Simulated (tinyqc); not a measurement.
Two-mode optical phonons of a ternary alloy from two coupled oscillators: one step, computed by the program tinyqc. Command: `OMP_NUM_THREADS=1 python tinyqc.py 3028323 3028324 out.jsonl twomode walk`. One thread of a shared host (Intel(R) Xeon(R) Processor @ 2.30GHz), about 0.01 s of CPU time with the checks.

An alloy A(x)B(1-x)C has an A-C and a B-C bond oscillator. Each TO frequency moves linearly from the impurity mode (dilute end) to the TO of the pure crystal; each strength is proportional to the number of bonds.

Question. LO modes, coupled by the field. eps(omega) = eps_inf + W_1/(omega_1^2 - omega^2) + W_2/(omega_2^2 - omega^2) = 0 is the eigenproblem of the matrix [[omega_1^2 + W_1/eps_inf, sqrt(W_1 W_2)/eps_inf], [sqrt(W_1 W_2)/eps_inf, omega_2^2 + W_2/eps_inf]] for omega_LO^2. Uncoupled values keep the diagonal alone. eps_s = eps_inf + W_1/omega_1^2 + W_2/omega_2^2.

omega_1 (A-C, TO) = 412.42 1/cm

omega_2 (B-C, TO) = 348.78 1/cm

eps_inf = 6.6196

W_1 = 116469.3 1/cm^2

W_2 = 68299.12 1/cm^2

Give: matrix; lower LO mode; upper LO mode; uncoupled values; eps_s.

Answer.

matrix (1/cm^2):
```
[[1.877e+05, 1.347e+04],
 [1.347e+04, 1.320e+05]]
```

lower LO mode = 359.0 1/cm

upper LO mode = 436.8 1/cm

uncoupled values (1/cm): [363.3, 433.2]

eps_s = 7.866

The field pushes the upper mode up by 3.55 and the lower one down by 4.27 per cm; the lower LO stays between the two TO modes.
